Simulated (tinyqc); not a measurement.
Strained Delta valleys, repopulation and conductivity mass: one step of the calculation.

A cubic crystal with three pairs of conduction valleys along x, y and z under uniaxial stress X along [110] (X > 0 is tension); current along [110]. Non-degenerate electrons, fixed total density, one relaxation time for all valleys and stresses, masses unchanged by strain, so the mobility goes as the mean inverse mass.

Problem. Valley shifts and shares. Valley shift dE = Xu (n.e.n - trace(e)/3) with n the valley axis; share f proportional to exp(-dE/Vt).

Inputs (values chosen for the exercise): temperature T = 300 K; shear deformation potential Xu = 9.22 eV.

Constants: q = 1.602176634e-19 C, kB = 1.380649e-23 J/K, Vt = kB T/q. Results are converted to the units shown.

strain (%):

|  | x | y | z |
|---|---|---|---|
| x | 0.13224000 | 0.15360000 | 0.00000000 |
| y | 0.15360000 | 0.13224000 | 0.00000000 |
| z | 0.00000000 | 0.00000000 | -0.10272000 |

Give: dE; share f.

Solution.

| valley | dE (meV) | share f |
|---|---|---|
| x | 7.221 | 0.23193 |
| y | 7.221 | 0.23193 |
| z | -14.442 | 0.53614 |

The splitting is 21.7 meV, 0.84 Vt.

Range of the model: Shear strain also changes the transverse masses of these valleys, which is left out.

tinyqc, about 0.01 s, one thread, Intel Xeon 2.30GHz (shared host): `OMP_NUM_THREADS=1 python tinyqc.py 2530032 2530033 out.jsonl`
